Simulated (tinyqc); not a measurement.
# Changing the liner thickness t

Model: size effects in the resistivity of thin metal films and interconnect lines. Computed by tinyqc, a small Python program. Command: `OMP_NUM_THREADS=1 python tinyqc.py 3003773 3003774 out.jsonl size sweep`. One thread of a shared host (Intel(R) Xeon(R) Processor @ 2.30GHz), about 0.01 s of CPU time with the checks.

Electrons lose their drift at surfaces (a share 1 - p of the hits) and at grain boundaries (reflection R), besides bulk scattering. The line sits in a trench with a non-conducting liner on both walls and the bottom; the spacing equals the drawn width.

Inputs (values chosen for the exercise, modelled on cobalt):
```
quantity                          value         unit
bulk resistivity rho_b             6.34  microohm cm
bulk mean free path lambda         11.1           nm
specularity p                         0            -
grain-boundary reflection R        0.45            -
drawn line width w                  120           nm
grain size over metal width         1.1            -
aspect ratio (height over width)    1.3            -
line length                          38   micrometre
permittivity of the dielectric k    3.6            -
```

Geometry: line.

Constants: eps_0 = 8.8541878128e-12 F/m.

Method:
- Metal width w_m = w - 2t, height h_m = (aspect ratio) w - t, grain size D = (ratio) w_m.
- Mayadas-Shatzkes: alpha = (lambda/D) R/(1 - R); rho_b/rho = 1 - 3 alpha/2 + 3 alpha^2 - 3 alpha^3 ln(1 + 1/alpha).
- Fuchs-Sondheimer film: rho_b/rho = 1 - (3/(2 kappa))(1 - p) int_0^1 (s - s^3)(1 - exp(-kappa/s))/(1 - p exp(-kappa/s)) ds, f = rho/rho_b, kappa = thickness/lambda, 80 Gauss-Legendre points.
- Line: the excess of a film of thickness w_m and of a film of thickness h_m are added, rho/rho_b = 1 + (f(w_m) - 1) + (f(h_m) - 1), an estimate that holds best when both sides exceed lambda.
- Total: rho = rho_b [1 + surface excess + grain excess]; resistance per length rho/(w_m h_m); capacitance per length C = 2 k eps_0 (aspect ratio + 1/2), a parallel-plate estimate for two neighbours plus a fixed term for the planes above and below; delay 0.38 R C L^2; effective resistivity per drawn area.

One run for each value; columns: (1) liner thickness t (nm); (2) resistance per length (ohm/micrometre); (3) share of the trench filled by metal (%); (4) resistivity rho (microohm cm):
```
(1)      (2)     (3)     (4)
0.20  3.9631  99.539  7.3847
0.74  4.0177  98.298  7.3932
1.30  4.0757  97.018  7.4022
1.80  4.1286  95.881  7.4104
2.40  4.1936  94.523  7.4204
2.90  4.2490  93.398  7.4289
3.50  4.3170  92.054  7.4393
4.00  4.3751  90.940  7.4481
```

Describe and explain the trends.

Over the rows, resistance per length (ohm/micrometre) rises from 3.96 to 4.38 (exponent d ln y / d ln x 0.010 between the first rows and 0.10 between the last); share of the trench filled by metal (%) falls from 99.5 to 90.9 (exponent d ln y / d ln x -0.0096 between the first rows and -0.091 between the last); resistivity rho (microohm cm) rises from 7.385 to 7.448 (exponent d ln y / d ln x 8.8e-4 between the first rows and 0.0089 between the last). A thicker liner costs twice: less area, and a narrower core with more surface and grain scattering.

Extremes, crossings and ranges named in words are read from the listed rows.
